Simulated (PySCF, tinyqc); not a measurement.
CISD on RHF in the sto-6g basis, for H4, spin multiplicity 1, step by step. The lowest restricted solution is unstable here: a spin-polarised one lies 0.1751 hartree lower (PySCF). One step of it, computed by the program tinyqc.

Question. CISD: determinants and Hamiltonian. Slater-Condon rules over spin orbitals, with the nuclear repulsion added and E(HF) subtracted on the diagonal. Only determinants linked to the reference directly or through others are kept (one block of an abelian symmetry group), so some states are absent.

one-electron integrals over orbitals h = C^T H C (hartree), lower triangle:
```
           1          2          3          4
1  -1.431892
2   0.000000  -1.172622
3   0.127256   0.000000  -1.093263
4   0.000000  -0.095966   0.000000  -1.028275
```

Two-electron integrals over orbitals (pq|rs), unique and non-zero (hartree):
```
(11|11) 0.445834    (21|21) 0.119611    (22|11) 0.332158    (22|22) 0.380356
(31|11) -0.093460   (31|22) 0.034146    (31|31) 0.101121    (32|21) 0.102089
(32|32) 0.185807    (33|11) 0.339968    (33|22) 0.382823    (33|31) 0.029684
(33|33) 0.392343    (41|21) 0.054175    (41|32) -0.053555   (41|41) 0.127172
(42|11) 0.090938    (42|22) -0.031736   (42|31) -0.097764   (42|33) -0.033999
(42|42) 0.101973    (43|21) -0.121274   (43|32) -0.107137   (43|41) -0.054493
(43|43) 0.129237    (44|11) 0.461647    (44|22) 0.350524    (44|31) -0.094356
(44|33) 0.357722    (44|42) 0.096803    (44|44) 0.494239
```

nuclear repulsion = 1.51700652 hartree

Hartree-Fock energy = -1.77642139 hartree

Give: determinants; H - E(HF) between determinants.

Answer.

Occupation strings over the orbitals (2 doubly, a alpha, b beta, 0 empty; spin orbitals ordered 1a 1b 2a 2b ...): 2200 2a0b a2b0 2b0a b2a0 aabb 2020 abab 2002 abba baab 0220 baba 0202 bbaa

H - E(HF) between determinants (hartree), lower triangle:
```
         2200     2a0b     a2b0     2b0a     b2a0     aabb     2020     abab
2200   0.0000
2a0b   0.0000   0.3659
a2b0   0.0000   0.0235   0.2679
2b0a   0.0000  -0.1020   0.0978   0.3659
b2a0   0.0000   0.0978  -0.1011   0.0235   0.2679
aabb   0.0442  -0.0281  -0.0364   0.0000   0.0000   0.5434
2020   0.1858  -0.1071  -0.1021   0.1071   0.1021  -0.0536   0.2389
abab   0.0536   0.1021   0.1071  -0.0545  -0.0542  -0.1858  -0.0677   0.5891
2002   0.1020   0.1285   0.0000  -0.1285   0.0000   0.0978   0.1292  -0.1213
abba  -0.0978   0.0000  -0.1249   0.1285   0.0000  -0.1020   0.1213  -0.1292
baab  -0.0978  -0.1285   0.0000   0.0000   0.1249  -0.1011   0.1213  -0.1196
0220   0.1011   0.0000   0.1231   0.0000  -0.1231   0.0978   0.1196  -0.1213
baba   0.0536   0.0545   0.0542  -0.1021  -0.1071  -0.1272  -0.0677   0.0000
0202   0.1272  -0.0542  -0.0545   0.0542   0.0545  -0.0536   0.0000  -0.0677
bbaa   0.0442   0.0000   0.0000   0.0281   0.0364   0.0000  -0.0536  -0.1272

         2002     abba     baab     0220     baba     0202    bbaa
2002   0.9054
abba   0.0235   0.4792
baab   0.0235   0.0000   0.4792
0220   0.0000   0.0235   0.0235   0.6940
baba  -0.1213  -0.1196  -0.1292  -0.1213   0.5891
0202   0.1196   0.1213   0.1213   0.1292  -0.0677   0.9644
bbaa   0.0978  -0.1011  -0.1020   0.0978  -0.1858  -0.0536  0.5434
```
